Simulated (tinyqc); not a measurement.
An offset iteration that does not settle: band offset of a heterojunction with an interface dipole (two-band chains, self-consistent charge).

Sites alternate A, C. Left: A at -G1/2, C at +G1/2, hopping -t1; right: A at D - G2/2, C at D + G2/2, hopping -t2; the bonds across the two interfaces of a ring (C left to A right, C right to A left) have -sqrt(t1 t2). D is the offset of the mid-gaps, so Ev(right) - Ev(left) = D - (G2 - G1)/2 and Ec(right) - Ec(left) = D + (G2 - G1)/2. The closing bond has its sign reversed (antiperiodic ring). Half the levels are filled with two electrons each. The charge moved is q = (electrons on the left) less one a site; the mean over the two interfaces, q/2, is taken as the charge that crosses each, and its dipole opposes the offset: D = D0 - u q/2.

From here on the ring has 24 cells a side.

Inputs chosen for the exercise (gaps near those of InGaAs and InP; the chains and D0 are free models, so the offsets are not those of the real pair; the results hold for these values, not for the real material):

| symbol | value | unit | meaning |
|---|---|---|---|
| G1 | 0.75 | eV | gap on the left |
| G2 | 1.41 | eV | gap on the right |
| t1 | 2.69 | eV | hopping on the left |
| t2 | 2.2 | eV | hopping on the right |
| D0 | -0.41 | eV | mid-gap of the right side above that of the left, without dipole |
| u | 4.8 | eV | potential step per electron moved across |
| mx | 1 |  | mixing |

Start at D = D0; D(out) = D0 - u q(D)/2; D(new) = D + mx (D(out) - D); stop when |D(out) - D| < 1e-7 eV, after 60 steps, or above 50 eV.

Iterations:

| i | D (eV) | q | D(out) (eV) | D(out) - D |
|---|---|---|---|---|
| 0 | -0.41000 | -0.20876 | 0.09102 | 0.501 |
| 1 | 0.09102 | 0.04535 | -0.51884 | -0.610 |
| 2 | -0.51884 | -0.26801 | 0.23323 | 0.752 |
| 3 | 0.23323 | 0.11692 | -0.69060 | -0.924 |
| 4 | -0.69060 | -0.36830 | 0.47392 | 1.16 |
| 5 | 0.47392 | 0.24324 | -0.99377 | -1.47 |
| 6 | -0.99377 | -0.58929 | 1.00429 | 2.00 |
| 7 | 1.00429 | 0.59924 | -1.84817 | -2.85 |
| 8 | -1.84817 | -4.71708 | 10.91099 | 12.8 |
| 9 | 10.91099 | 47.74323 | -114.99374 | -126 |

Can the last value be used, and what is the cause?

No: the swings grow until D enters the broken-gap range, where whole electrons cross, and the run is stopped at i = 9; the sign of D(out) - D alternates. Near the solution the error is multiplied by 1 - mx (1 + u chi/2) a step, with chi = dq/dD = 0.5046 1/eV, that is -1.21. A rerun with mx = 0.45, near 1/(1 + u chi/2), converges in 4 steps to D = -0.1864 eV.

tinyqc: `OMP_NUM_THREADS=1 python tinyqc.py 1481988 1481989 out.jsonl`; about 0.3 s, one thread, shared Intel(R) Xeon(R) Processor @ 2.30GHz.
